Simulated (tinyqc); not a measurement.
Self-consistent Fermi level with native defects, at growth and after a quench: one step, computed by the program tinyqc.

Energies are counted from the top of the valence band (VBM); when the gap shrinks with temperature the conduction band moves and the levels stay. The added dopant is taken as fully ionised. D and A draw on one reservoir with opposite signs, as the two vacancies of a compound do.

Problem. After the quench to T. E_g(T) = E_g - slope x max(0, T - 300 K). N_c = 2 M_c (2 pi m_e k_B T/h^2)^(3/2) and N_v = 2 (2 pi m_h k_B T/h^2)^(3/2), masses in units of m_0. n = N_c F_1/2((E_F - E_g)/k_B T), p = N_v F_1/2(-E_F/k_B T). F_1/2(eta) = (2/sqrt(pi)) int_0^infinity sqrt(x)/(1 + exp(x - eta)) dx, by the trapezoid rule in t = sqrt(x) with step 0.02 up to t = 12 (for eta < -12 by exp(eta) - exp(2 eta)/2^(3/2)). After a quench the totals of D and A stay as grown, and each is shared among its charge states with weights exp(-(E_f(q, 0) + q E_F)/k_B T). Net charge = p - n + sum q c_q + N_X; the log ratio is ln(positive charge/negative charge). E_F is the root of the log ratio, by 50 bisections between -0.5 eV and E_g + 0.5 eV.

Inputs (values chosen for the exercise, for a model semiconductor):
```
quantity                      value   unit
gap E_g at 300 K               3.09     eV
slope -dE_g/dT above 300 K  0.00057   eV/K
electron mass m_e             0.162    m_0
valleys M_c                       1      -
hole mass m_h                  1.76    m_0
dopant density N_X            1e+16  cm^-3
growth temperature T_g         1270      K
temperature of use T            300      K
```

Added shallow dopant: donor.

total D = 1.717793e+19 cm^-3

total A = 2.129736e+18 cm^-3

E_f(q, E_F = 0) (eV): D(+2) -1.346, D(+1) -0.256, D(0) 0.854, A(0) 2.967, A(-1) 3.191, A(-2) 3.600, A(-3) 5.270

Constants: m_0 = 9.1093837015e-31 kg; k_B = 1.380649e-23 J/K; h = 6.62607015e-34 J s; k_B = 8.617333262e-05 eV/K.

Give: E_F after the quench; n after the quench; p after the quench; Frozen defects.

Solution.

E_F after the quench = 1.145 eV

n after the quench = 3.472e-15 cm^-3

p after the quench = 3.399 cm^-3

Frozen defects:
```
state  c (cm^-3)  share of its total
D(+2)  4.079e+17           2.374e-02
D(+1)  3.434e+18           1.999e-01
D(0)   1.334e+19           7.764e-01
A(0)   3.086e-10           1.449e-28
A(-1)  9.179e+05           4.310e-13
A(-2)  2.130e+18           1.000e+00
A(-3)  3.236e+09           1.519e-09
```
